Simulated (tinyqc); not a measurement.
Double-gate transistor below threshold, two-dimensional Poisson equation on a small mesh: one step of the calculation.

Half of a symmetric double-gate structure: row 0 is the mid-plane of the body, where the normal field vanishes. Mobile charge is neglected (subthreshold), the body is fully depleted, and potentials are counted from the intrinsic level; rows run upward to the gate, columns from source to drain.

Problem. Over-relaxation sweep (omega = 1.47). Free nodes: rows 0..4, columns 1..6, taken row by row from row 0, left to right. t = (up psi(above) + dn psi(below) + lat [psi(left) + psi(right)] + s)/(up + dn + 2 lat), with the newest neighbours; psi(new) = psi + 1.47 (t - psi).

psi at the start (fixed values on the edges, free nodes at zero) (V):
```
             j=0        j=1        j=2        j=3        j=4        j=5        j=6        j=7
row 0  0.5200000  0.0000000  0.0000000  0.0000000  0.0000000  0.0000000  0.0000000  1.5200000
row 1  0.5200000  0.0000000  0.0000000  0.0000000  0.0000000  0.0000000  0.0000000  1.5200000
row 2  0.5200000  0.0000000  0.0000000  0.0000000  0.0000000  0.0000000  0.0000000  1.5200000
row 3  0.5200000  0.0000000  0.0000000  0.0000000  0.0000000  0.0000000  0.0000000  1.5200000
row 4  0.2700000  0.0000000  0.0000000  0.0000000  0.0000000  0.0000000  0.0000000  0.7700000
row 5  0.0200000  0.0200000  0.0200000  0.0200000  0.0200000  0.0200000  0.0200000  0.0200000
```

```
row         up         dn        lat  s (V)
0    40.162500          0  1.7629630      0
1    40.162500  40.162500  3.5259259      0
2    40.162500  40.162500  3.5259259      0
3    64.285714  40.162500  6.6240741      0
4    64.285714  64.285714  9.7222222      0
```

Find: psi after iteration 1.

Solution.

psi after iteration 1 (V):
```
          j=0     j=1     j=2     j=3     j=4     j=5     j=6     j=7
row 0  0.5200  0.0308  0.0018  0.0001  0.0000  0.0000  0.0902  1.5200
row 1  0.5200  0.0517  0.0043  0.0003  0.0000  0.0000  0.1511  1.5200
row 2  0.5200  0.0658  0.0068  0.0006  0.0001  0.0000  0.1923  1.5200
row 3  0.5200  0.0760  0.0097  0.0011  0.0001  0.0000  0.2222  1.5200
row 4  0.2700  0.0874  0.0274  0.0161  0.0144  0.0142  0.2303  0.7700
row 5  0.0200  0.0200  0.0200  0.0200  0.0200  0.0200  0.0200  0.0200
```

Computed by the program tinyqc: `OMP_NUM_THREADS=1 python tinyqc.py 2480157 2480158 out.jsonl`, one thread of a shared Intel Xeon 2.30GHz, about 0.1 s for the whole run.
